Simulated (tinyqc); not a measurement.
From results back to parameters: donor level screened by free carriers (Yukawa potential). Five cases, with inputs chosen for the exercise.

Problem. With Debye screening alone, ks^2 = 4 pi q n/(eps kB T), 1e18/cm^3 = 1e-6/angstrom^3. The converged binding was computed from a hidden density.

Potential -(q/(eps r)) exp(-ks r), q = e^2/(4 pi eps0). In units Ry* = Ry m/eps^2 and a* = a0 eps/m the problem is [-Laplacian - 2 exp(-x r)/r] psi = E psi with x = ks a*.

Converged values use 18 functions exp(-z r), z = 1.55^i, i = -11 to 6: S = 2/A^3, H = z_i z_j S - 2/(A + x)^2, A = z_i + z_j.

Constants: e^2/(4 pi eps0) = 14.39964547 eV angstrom; kB = 8.617333262e-05 eV/K.

Case 1.

Values chosen (out of a larger set: near those of a donor in 4H SiC, with one mean mass; not measured data): eps = 9.8 (dielectric constant); T = 300 K (temperature).

Ry* = 53.833 meV
a* = 13.65 angstrom
binding = 8.3289 meV

Case 2.

Values chosen (out of a larger set: near those of a donor in Ge, with one mean mass; not measured data): eps = 16.3 (dielectric constant); T = 300 K (temperature).

Ry* = 8.296 meV
a* = 53.24 angstrom
binding = 5.2725 meV

Case 3.

Values chosen (out of a larger set: near those of a donor in InP, with one mean mass; not measured data): eps = 12.5 (dielectric constant); T = 77 K (temperature).

Ry* = 7.314 meV
a* = 78.75 angstrom
binding = 0.6932 meV

Case 4.

Values chosen (out of a larger set: near those of a donor in InP, with one mean mass; not measured data): eps = 12.7 (dielectric constant); T = 300 K (temperature).

Ry* = 7.002 meV
a* = 80.97 angstrom
binding = 1.3289 meV

Case 5.

Values chosen (out of a larger set: near those of a donor in Si, with one mean mass; not measured data): eps = 11.9 (dielectric constant); T = 200 K (temperature).

Ry* = 29.592 meV
a* = 20.45 angstrom
binding = 16.9065 meV

Find: x; n.

Solution. The binding in Ry* falls steadily with x, so bisection gives x; then n = (x/a*)^2 eps kB T/(4 pi q).

Case 1.

x = 0.682
n = 3.5 x 1e18/cm^3

Case 2.

x = 0.212
n = 0.037 x 1e18/cm^3

Case 3.

x = 0.789
n = 0.046 x 1e18/cm^3

Case 4.

x = 0.630
n = 0.11 x 1e18/cm^3

Case 5.

x = 0.258
n = 0.18 x 1e18/cm^3

Computed by tinyqc, one run a case: `OMP_NUM_THREADS=1 python tinyqc.py N N+1 out.jsonl` with N = 1252199, 1252268, 1252405, 1252413, 1252448; one thread of a shared Intel(R) Xeon(R) Processor @ 2.30GHz, about 0.02 s a run at most.
